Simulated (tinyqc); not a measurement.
Grain-boundary trapping model (Seto) of a polycrystalline semiconductor film: one step, computed by the program tinyqc.

Grains of equal size L are joined by thin boundaries with one trap level. Trapped carriers deplete a width W on each side and raise a barrier, crossed by thermionic emission. Dopants are fully ionised, statistics are non-degenerate and mu_g does not depend on T.

Problem. Resistivity and effective mobility. Boundary: sigma_b = L e^2 n_0 exp(-e V_B/k_B T)/sqrt(2 pi m k_B T); drift through the grain, depleted parts included: rho_g = [(1 - 2W/L) + (2W/L) int_0^1 exp(y^2 s^2) ds]/(e n_0 mu_g); rho = 1/sigma_b + rho_g. Mean carrier density n_av = n_0 [(1 - 2W/L) + (2W/L) (sqrt(pi)/2) erf(y)/y], y = sqrt(e V_B/k_B T); effective mobility 1/(e n_av rho).

Inputs (values chosen for the exercise, modelled on polycrystalline silicon):
```
quantity                           value        unit
effective mass m                    0.31         m_0
grain size L                          65          nm
doping N                         4.3e+17      1/cm^3
mobility inside the grains mu_g      260  cm^2/(V s)
temperature T                        300           K
```

Grain interior: resistance included.

depletion width W = 8.372092 nm

barrier V_B = 0.02330678 V

E_F = -0.1079625 eV

centre density n_0 = 4.30e+17 1/cm^3

Constants: k_B = 8.617333262e-05 eV/K; m_0 = 9.1093837015e-31 kg; k_B = 1.380649e-23 J/K; e = 1.602176634e-19 C.

Give: boundary resistivity; drift resistivity rho_g; resistivity rho; mean carrier density; effective mobility.

Solution.

boundary resistivity = 0.029434 ohm cm

drift resistivity rho_g = 0.061620 ohm cm

resistivity rho = 0.091055 ohm cm

mean carrier density = 4.0408e+17 1/cm^3

effective mobility = 169.64 cm^2/(V s)

A single crystal with the same N and mu_g would have 0.0558 ohm cm, a factor 1.63 lower. Caution: e V_B is below 2 k_B T, where the depletion approximation fails and the mean density does not balance the trapped charge.
